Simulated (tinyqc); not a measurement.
# Permittivity and interface capacitance from two thicknesses

Problem. 1/C = t/(eps0 ek) + 2/ci for planar capacitors that differ only in thickness. Find ek, ci and the EOT of the interfaces, 2 x 3.9 eps0/ci.

Constants: eps0 = 8.8541878128e-14 F/cm where lengths are in cm. Results are converted to the units shown.

C at t = 7.2 and 22 nm (uF/cm^2): 1.0043368  0.33653260

Answer. 1/C is a straight line in t: the slope gives ek and the intercept 2/ci. A single thickness would give only the effective permittivity; when the interfaces are a small part of 1/C, ci needs very accurate data.

ek = 8.460
ci = 58.00 uF/cm^2
EOT of the interfaces = 0.1191 nm

Computed by the program tinyqc: `OMP_NUM_THREADS=1 python tinyqc.py 2102206 2102207 out.jsonl`, one thread of a shared Intel Xeon 2.30GHz, about 0.01 s for the whole run.
